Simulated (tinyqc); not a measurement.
Worked calculation: Born-Oppenheimer dynamics on the RHF/sto-6g surface (energies and gradients from PySCF), for H4, spin multiplicity 1. Computed by tinyqc, a small Python program that keeps every step (integrals from PySCF). Settings: charge = 0, multiplicity = 1, basis = sto-6g, time step (fs) = 0.2, steps = 16. Command: `OMP_NUM_THREADS=1 python tinyqc.py 30587 30588 out.jsonl` (the two numbers bound the seeds that draw the settings). One thread of a shared host (Intel(R) Xeon(R) Processor @ 2.60GHz), about 0.9 s of CPU time with the checks.

## Velocity Verlet step 1

positions (bohr), order 1H, 2H, 3H, 4H:
$$\begin{pmatrix}
-0.103935 & 0.145509 & -0.073699 \\
-0.026456 & 0.124722 & 1.334147 \\
-0.069920 & 0.015118 & 3.575362 \\
0.011338 & 0.071810 & 4.841478
\end{pmatrix}$$

velocities (bohr per atomic time unit), order 1H, 2H, 3H, 4H:
$$\begin{pmatrix}
-0.000609250 & 0.000599250 & -0.000800750 \\
0.000224750 & 0.000372250 & 0.000068250 \\
-0.000244250 & -0.000780750 & 0.000681250 \\
0.000628750 & -0.000190750 & 0.000051250
\end{pmatrix}$$

gradient (hartree/bohr), order 1H, 2H, 3H, 4H:
$$\begin{pmatrix}
-0.00214260 & 0.00024535 & -0.02727509 \\
0.00201093 & -0.00211511 & 0.08049945 \\
0.00283141 & 0.00324497 & 0.00256301 \\
-0.00269973 & -0.00137521 & -0.05578737
\end{pmatrix}$$

masses (electron masses): 1H 1837.152588, 2H 1837.152588, 3H 1837.152588, 4H 1837.152588

gradient after step 1 (hartree/bohr), order 1H, 2H, 3H, 4H:
$$\begin{pmatrix}
-0.00247349 & 0.00031238 & -0.02999408 \\
0.00233368 & -0.00231365 & 0.08255386 \\
0.00326328 & 0.00362800 & 0.00557930 \\
-0.00312347 & -0.00162673 & -0.05813908
\end{pmatrix}$$

dt = 0.2 fs = 8.2683 atomic units; x' = x + v dt - g dt^2 / (2m); after the new gradient g', v' = v - (g + g') dt / (2m).

positions after step 1 (bohr), order 1H, 2H, 3H, 4H:
$$\begin{pmatrix}
-0.108933 & 0.150459 & -0.079813 \\
-0.024635 & 0.127839 & 1.333213 \\
-0.071992 & 0.008602 & 3.580947 \\
0.016587 & 0.070258 & 4.842940
\end{pmatrix}$$

velocities after step 1 (bohr per atomic time unit), order 1H, 2H, 3H, 4H:
$$\begin{pmatrix}
-0.000598862 & 0.000597995 & -0.000671877 \\
0.000214973 & 0.000382216 & -0.000298668 \\
-0.000257965 & -0.000796216 & 0.000662927 \\
0.000641854 & -0.000183995 & 0.000307618
\end{pmatrix}$$

## Velocity Verlet step 2

gradient after step 2 (hartree/bohr), order 1H, 2H, 3H, 4H:
$$\begin{pmatrix}
-0.00270588 & 0.00035232 & -0.03080095 \\
0.00255968 & -0.00247171 & 0.08245824 \\
0.00359196 & 0.00393216 & 0.00697183 \\
-0.00344577 & -0.00181277 & -0.05862912
\end{pmatrix}$$

As before.

positions after step 2 (bohr), order 1H, 2H, 3H, 4H:
$$\begin{pmatrix}
-0.113838 & 0.155398 & -0.084810 \\
-0.022901 & 0.131042 & 1.329208 \\
-0.074186 & 0.001951 & 3.586324 \\
0.021952 & 0.068767 & 4.846565
\end{pmatrix}$$

velocities after step 2 (bohr per atomic time unit), order 1H, 2H, 3H, 4H:
$$\begin{pmatrix}
-0.000587207 & 0.000596499 & -0.000535071 \\
0.000203962 & 0.000392985 & -0.000669994 \\
-0.000273391 & -0.000813229 & 0.000634684 \\
0.000656637 & -0.000176255 & 0.000570381
\end{pmatrix}$$

## Energy conservation

The total energy should stay constant up to terms of order dt^2; the step counts as short enough if it moves by less than 2 % of the largest kinetic energy.

Trajectory:
```
time (fs)  1H-2H (angstrom)  potential (hartree)  kinetic (hartree)  total (hartree)
0.000000           0.746208          -2.21962327         0.00287780      -2.21674546
0.200000           0.749166          -2.21961650         0.00287477      -2.21674173
0.400000           0.749922          -2.22000976         0.00326860      -2.21674116
0.600000           0.748463          -2.22081190         0.00406800      -2.21674390
0.800000           0.744853          -2.22197935         0.00522973      -2.21674962
1.000000           0.739238          -2.22342138         0.00666381      -2.21675757
1.200000           0.731838          -2.22501226         0.00824560      -2.21676665
1.400000           0.722952          -2.22660862         0.00983303      -2.21677560
1.600000           0.712950          -2.22807018         0.01128713      -2.21678304
1.800000           0.702271          -2.22928136         0.01249365      -2.21678771
2.000000           0.691407          -2.23017166         0.01338308      -2.21678857
2.200000           0.680891          -2.23073136         0.01394625      -2.21678511
2.400000           0.671269          -2.23101892         0.01424130      -2.21677762
2.600000           0.663074          -2.23115530         0.01438791      -2.21676739
2.800000           0.656786          -2.23130283         0.01454614      -2.21675669
3.000000           0.652792          -2.23162964         0.01488141      -2.21674823
3.200000           0.651354          -2.23226778         0.01552344      -2.21674433
```

The total energy moves within 4.7e-05 hartree, under 2 % of the largest kinetic energy.
